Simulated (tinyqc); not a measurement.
From results back to parameters: Slater-Koster d bands of a bcc metal. Five cases, with inputs chosen for the exercise.

Problem. In a bcc d band E(t2g) = +/-((8/3) dds + (16/9) ddp + (32/9) ddd) + f2 (4 ddp + 2 ddd) and E(eg) = +/-((16/3) ddp + (8/3) ddd) + f2 (3 dds + 3 ddd), with + at Gamma and - at H = (1,0,0). ddd is given; the four levels come from hidden dds, ddp and f2.

Find: f2; dds, ddp.

Method. Half differences between Gamma and H give the first-neighbour parts and half sums the second. The eg half difference gives ddp and the t2g one dds. Since 4 ddp + 2 ddd is 3/4 of (16/3) ddp + (8/3) ddd, f2 is 4/3 of the ratio of the t2g half sum to the eg half difference; the eg half sum then serves as a check. Without ddd these four levels would not fix the three integrals.

Case 1.

Values chosen (out of a larger set: of the size met in Nb; not measured data): ddd = -0.184 eV (dd delta).

levels (eV): t2g Gamma -2.22871, eg Gamma 0.13199, t2g H 3.82996, eg H -4.25201

Solution.

f2 = 0.487

dds, ddp (eV): -1.226  0.503

Case 2.

Values chosen (out of a larger set: of the size met in Mo; not measured data): ddd = -0.096 eV (dd delta).

levels (eV): t2g Gamma -1.58248, eg Gamma 0.79549, t2g H 3.54996, eg H -4.59117

Solution.

f2 = 0.487

dds, ddp (eV): -1.203  0.553

Case 3.

Values chosen (out of a larger set: of the size met in Ta; not measured data): ddd = -0.137 eV (dd delta).

levels (eV): t2g Gamma -1.56897, eg Gamma 1.30494, t2g H 4.13059, eg H -5.70839

Solution.

f2 = 0.487

dds, ddp (eV): -1.370  0.726

Case 4.

Values chosen (out of a larger set: of the size met in Mo; not measured data): ddd = -0.113 eV (dd delta).

levels (eV): t2g Gamma -1.61131, eg Gamma 0.90973, t2g H 3.73269, eg H -4.89827

Solution.

f2 = 0.487

dds, ddp (eV): -1.252  0.601

Case 5.

Values chosen (out of a larger set: of the size met in Mo; not measured data): ddd = -0.216 eV (dd delta).

levels (eV): t2g Gamma -2.15981, eg Gamma 0.59112, t2g H 4.25975, eg H -5.15821

Solution.

f2 = 0.487

dds, ddp (eV): -1.347  0.647

Computed by tinyqc, one run a case: `OMP_NUM_THREADS=1 python tinyqc.py N N+1 out.jsonl` with N = 1451906, 1452075, 1452255, 1452378, 1452397; one thread of a shared Intel(R) Xeon(R) Processor @ 2.30GHz, about 0.06 s a run at most.
